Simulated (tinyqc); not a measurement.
## Circuit elements from the admittance matrix

Inverse problem. Y belongs to a common-source circuit with y11 = i w (Cgs + Cgd), y12 = -i w Cgd, y21 = gm - i w Cgd, y22 = gds + i w (Cgd + Cd) and a resistance Rg in series with the gate; w = 2 pi f. Find Rg, Cgs + Cgd, Cgd, gm, gds and Cd.

Inputs (values chosen for the exercise):
```
symbol,value,unit,meaning
f,1,GHz,signal frequency
```

Y with Rg (mS):
```
,1,2
1,0.0000337248+0.0277789079i,-0.0000137305-0.0113097169i
2,0.1325350810-0.0114706368i,0.0063680220+0.0239416132i
```

Solution. 1/Y11 = Rg + 1/(i w (Cgs + Cgd)) gives Rg; removing it from Z11 returns the inner y, whose parts are read off.

Rg = 43.70 ohm
Cgs + Cgd = 4.421 fF
Cgd = 1.800 fF
gm = 0.1325 mS
gds = 0.006362 mS
Cd = 2.000 fF

Numbers from tinyqc (`OMP_NUM_THREADS=1 python tinyqc.py 2150040 2150041 out.jsonl`; about 0.01 s on one thread of a shared Intel Xeon 2.30GHz).
